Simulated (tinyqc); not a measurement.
Electromigration in a confined line: Blech product, Korhonen stress evolution and Black's law: one step, computed by the program tinyqc. Command: `OMP_NUM_THREADS=1 python tinyqc.py 3003628 3003629 out.jsonl emigr walk`. One thread of a shared host (Intel(R) Xeon(R) Processor @ 2.30GHz), about 0.01 s of CPU time with the checks.

The electron wind pushes atoms from the cathode (x = 0) to the anode (x = L); blocking ends build a back stress (tension positive). The input rho is taken not to change with temperature. d sigma/dt = d/dx [kappa (d sigma/dx + G)], with zero flux at both ends and sigma = sigma_0 at t = 0.

Problem. Time to nucleate a void. sigma(x, t) = sigma_0 + G L [1/2 - x/L - 4 sum_(m odd) cos(m pi x/L) exp(-m^2 pi^2 s)/(m pi)^2], s = t/tau, summed to m = 399. Solve sigma(0, t) = sigma_c for s; the semi-infinite estimate is t = (pi/kappa) ((sigma_c - sigma_0)/(2 G))^2.

Inputs (values chosen for the exercise, close to those used for copper lines): critical stress sigma_c = 110 MPa; initial stress sigma_0 = 19 MPa; line length L = 64 um; test temperature T = 220 C.

Start: thermal stress.

stress gradient G = 3.555610 MPa/um

tau = 415.0654 h

kappa = 2.741201e-15 m^2/s

Give: nucleation time; semi-infinite estimate.

Solution.

nucleation time = 58.81 h

semi-infinite estimate = 52.13 h

The back stress delays nucleation by 13 %.
